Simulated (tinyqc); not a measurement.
## Doping and voltage from widths and field

Question. In the depletion approximation an abrupt p-n junction has a triangular field: peak E = q Nd xn/(eps0 eps_r) = q Na xp/(eps0 eps_r), W = xn + xp, and Vbi - V = E W/2. Find Nd, Na and Vbi - V.

Parameters, values chosen for the exercise: relative permittivity eps_r = 11.9.

Constants: q = 1.602176634e-19 C, eps0 = 8.8541878128e-14 F/cm where lengths are in cm. Results are converted to the units shown.

W = 732.16922 nm
peak field = 109.44630 kV/cm
xn = 727.02809 nm

Solution. Gauss's law on each side gives its doping from the peak field and its width; the voltage is the area of the triangle.

Nd = 9.900e15 cm^-3
Na = 1.400e18 cm^-3
Vbi - V = 4.007 V

tinyqc, about 0.04 s, one thread, Intel Xeon 2.30GHz (shared host): `OMP_NUM_THREADS=1 python tinyqc.py 2000003 2000004 out.jsonl`
